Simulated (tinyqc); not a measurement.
Inside a calculation. Method: plane-wave Kohn-Sham cycle with exchange-only LDA in a layered model solid. Computed by tinyqc, a small Python program that keeps every step. Settings: points = 16, plane-wave index or count = 2, electrons = 2, k points = 1, area = 29.0, mixing = 0.1, iteration cap = 77. Command: `OMP_NUM_THREADS=1 python tinyqc.py 24837 24838 out.jsonl` (the two numbers bound the seeds that draw the settings). One thread of a shared host (Intel(R) Xeon(R) Processor @ 2.60GHz), about 0.02 s of CPU time with the checks. Later iterations appear only in the table of the cycle.

## Iteration 1: potential

A solid whose potential varies along x alone (atomic units):
```
parameter,value
period a,14.800000
cross-section of the cell,29.000000
electrons per cell,2
grid points,16
"plane waves -n..n, n",2
k points,1
V1 in V1 cos(2 pi x/a),-0.330000
V2 in V2 cos(4 pi x/a),0.110000
```

density at the start, on the grid x_j = j a/N (e/bohr^3): 0.00465983  0.00465983  0.00465983  0.00465983  0.00465983  0.00465983  0.00465983  0.00465983  0.00465983  0.00465983  0.00465983  0.00465983  0.00465983  0.00465983  0.00465983  0.00465983

V_H(G) = 4 pi rho(G)/G^2 for G != 0 (uniform background); v_x = -(3 rho/pi)^(1/3); V = V_ext + V_H + v_x; Fourier components f(G_m) = (1/N) sum_j f(x_j) exp(-i G_m x_j).

Potentials on the grid (hartree):
```
x,V_ext,V_H,v_x,V
0.000000,-0.220000,0.000000,-0.164480,-0.384480
0.925000,-0.227098,0.000000,-0.164480,-0.391579
1.850000,-0.233345,0.000000,-0.164480,-0.397826
2.775000,-0.204067,0.000000,-0.164480,-0.368548
3.700000,-0.110000,0.000000,-0.164480,-0.274480
4.625000,0.048504,0.000000,-0.164480,-0.115977
5.550000,0.233345,0.000000,-0.164480,0.068865
6.475000,0.382662,0.000000,-0.164480,0.218182
7.400000,0.440000,0.000000,-0.164480,0.275520
8.325000,0.382662,0.000000,-0.164480,0.218182
9.250000,0.233345,0.000000,-0.164480,0.068865
10.175000,0.048504,0.000000,-0.164480,-0.115977
11.100000,-0.110000,0.000000,-0.164480,-0.274480
12.025000,-0.204067,0.000000,-0.164480,-0.368548
12.950000,-0.233345,0.000000,-0.164480,-0.397826
13.875000,-0.227098,0.000000,-0.164480,-0.391579
```

V(G_m), m = 0, 1, 2, ... (hartree): -0.164480  -0.165000  0.055000  0.000000  0.000000

## Iteration 1: Hamiltonian at one k

k = 0.000000 2 pi / a

H(m,m') = (k + G_m)^2/2 delta + V(G_m - G_m'), with V(-G) = V(G).

H (hartree), lower triangle:
```
,-2,-1,+0,+1,+2
-2,0.195987
-1,-0.165000,-0.074363
+0,0.055000,-0.165000,-0.164480
+1,0.000000,0.055000,-0.165000,-0.074363
+2,0.000000,0.000000,0.055000,-0.165000,0.195987
```

## Iteration 1: levels at that k

Diagonalise the Hermitian matrix.

eigenvalues (hartree): -0.338925  -0.198395  -0.004459  0.265019  0.355528

## Iteration 1: new density

Motion across x is left out: the lowest 1 band(s) hold two electrons at each of the k points (j + 1/2)/nk - 1/2. Residual R = rho(out) - rho(in); rho(new) = rho(in) + 0.1 R. rho(out) = 2/(a A nk) sum |psi|^2 with psi = sum c exp(i G x). Harris energy E = band energy - dV sum rho (V_H/2 + v_x) + (3/4) dV sum rho v_x with rho(in), dV = a A/N, band energy = (2/nk) sum of the filled levels.

rho(out) (e/bohr^3): 0.01441864  0.01287352  0.00912715  0.00507525  0.00216083  0.00067353  0.00014052  0.00001702  0.00000300  0.00001702  0.00014052  0.00067353  0.00216083  0.00507525  0.00912715  0.01287352

density after iteration 1 (e/bohr^3): 0.00563571  0.00548120  0.00510656  0.00470137  0.00440993  0.00426120  0.00420790  0.00419555  0.00419415  0.00419555  0.00420790  0.00426120  0.00440993  0.00470137  0.00510656  0.00548120

energy per cell = -0.59560941 hartree

## Iteration 2: potential

As before.

Potentials on the grid (hartree):
```
x,V_ext,V_H,v_x,V
0.000000,-0.220000,0.052023,-0.175243,-0.343220
0.925000,-0.227098,0.046920,-0.173626,-0.353805
1.850000,-0.233345,0.033187,-0.169577,-0.369735
2.775000,-0.204067,0.014676,-0.164968,-0.354359
3.700000,-0.110000,-0.004390,-0.161486,-0.275876
4.625000,0.048504,-0.020900,-0.159650,-0.132046
5.550000,0.233345,-0.033210,-0.158981,0.041154
6.475000,0.382662,-0.040695,-0.158825,0.183141
7.400000,0.440000,-0.043198,-0.158808,0.237994
8.325000,0.382662,-0.040695,-0.158825,0.183141
9.250000,0.233345,-0.033210,-0.158981,0.041154
10.175000,0.048504,-0.020900,-0.159650,-0.132046
11.100000,-0.110000,-0.004390,-0.161486,-0.275876
12.025000,-0.204067,0.014676,-0.164968,-0.354359
12.950000,-0.233345,0.033187,-0.169577,-0.369735
13.875000,-0.227098,0.046920,-0.173626,-0.353805
```

V(G_m), m = 0, 1, 2, ... (hartree): -0.164267  -0.145287  0.055816  -0.000019  0.000012

## Iteration 2: Hamiltonian at one k

k = 0.000000 2 pi / a

As before.

H (hartree), lower triangle:
```
,-2,-1,+0,+1,+2
-2,0.196200
-1,-0.145287,-0.074150
+0,0.055816,-0.145287,-0.164267
+1,-0.000019,0.055816,-0.145287,-0.074150
+2,0.000012,-0.000019,0.055816,-0.145287,0.196200
```

## Iteration 2: levels at that k

As before.

eigenvalues (hartree): -0.310180  -0.185285  -0.005901  0.251508  0.329691

## Iteration 2: new density

As before.

rho(out) (e/bohr^3): 0.01349353  0.01223281  0.00908244  0.00545757  0.00258772  0.00091927  0.00021966  0.00002969  0.00000550  0.00002969  0.00021966  0.00091927  0.00258772  0.00545757  0.00908244  0.01223281

density after iteration 2 (e/bohr^3): 0.00642149  0.00615636  0.00550415  0.00477699  0.00422771  0.00392701  0.00380908  0.00377896  0.00377528  0.00377896  0.00380908  0.00392701  0.00422771  0.00477699  0.00550415  0.00615636

energy per cell = -0.54146301 hartree

## Convergence

Stop when sqrt(dV sum R^2) is below 1e-8, dV = a A/N.

Course of the cycle:
```
iteration,E (hartree),norm of the residual
1,-0.59560941,1.06e-01
2,-0.54146301,8.95e-02
3,-0.50170547,7.44e-02
4,-0.47351922,6.11e-02
5,-0.45421354,4.98e-02
6,-0.44141288,4.08e-02
7,-0.43316423,3.37e-02
8,-0.42796958,2.85e-02
9,-0.42475124,2.47e-02
10,-0.42277575,2.19e-02
11,-0.42156597,1.97e-02
...,...,...
67,-0.41955292,6.35e-05
68,-0.41955292,5.72e-05
69,-0.41955292,5.16e-05
70,-0.41955293,4.65e-05
71,-0.41955293,4.19e-05
72,-0.41955293,3.78e-05
73,-0.41955293,3.41e-05
74,-0.41955293,3.07e-05
75,-0.41955293,2.77e-05
76,-0.41955293,2.50e-05
77,-0.41955293,2.25e-05
```

Not converged within 77 iterations: the residual falls steadily but slowly, by a factor of about 0.90 a step. Reruns (cap 100 unless said): mixing 0.5, Kerker q0 1.0: not converged; mixing 0.3, Pulay depth 5: converged in 11 (E = -0.41955); the original settings with a cap of 400: converged in 152 (E = -0.41955).
